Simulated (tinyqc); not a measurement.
MOS capacitor on a p-type substrate, surface potential from the exact charge relation: one step of the calculation.

Uniform p-type substrate, Boltzmann statistics, full ionisation, classical densities. psi is the surface potential against the body (positive when the bands bend down) and u = psi/Vt. Traps are spread evenly over the gap and neutral at flat band, so their charge is -q Dit psi; the minority quasi-Fermi level is shifted by Vb.

Question. Newton step for the surface potential. u = psi/Vt; F^2 = exp(-u) + u - 1 + r (exp(u) - u - 1); Qs = -sign(u) Q0 F; Cs = -dQs/dpsi = (Q0/Vt) |1 - exp(-u) + r (exp(u) - 1)|/(2 F). f = Vfb + psi + (q Dit psi - Qs)/Cox - Vg, f' = 1 + (Cs + q Dit)/Cox, psi(new) = psi - f/f'.

Parameters, values chosen for the exercise; band and dielectric values close to those of silicon: temperature T = 293 K; density of interface traps Dit = 1.5e11 cm^-2 eV^-1; gate voltage against the body Vg = 1.21 V.

Constants: q = 1.602176634e-19 C, kB = 1.380649e-23 J/K, Vt = kB T/q. Results are converted to the units shown.

psi after iteration 1 = 1.6913638 V
Cox = 0.60127985 uF/cm^2
Vfb = -0.53186136 V
Q0 = 31.577986 nC/cm^2
r = 1.7294930e-15

Find: u; F; Qs; Cs; f; f'; psi after iteration 2.

Answer.

u = 66.99
F = 1.463e7
Qs = -4.619e8 nC/cm^2
Cs = 9.148e6 uF/cm^2
f = 7.683e5 V
f' = 1.521e7
psi after iteration 2 = 1.641 V

This iterate lies far beyond the solution, so its charge is not a physical one.

Program tinyqc, `OMP_NUM_THREADS=1 python tinyqc.py 2060158 2060159 out.jsonl`; Intel Xeon 2.30GHz, shared host, one thread, about 0.01 s.
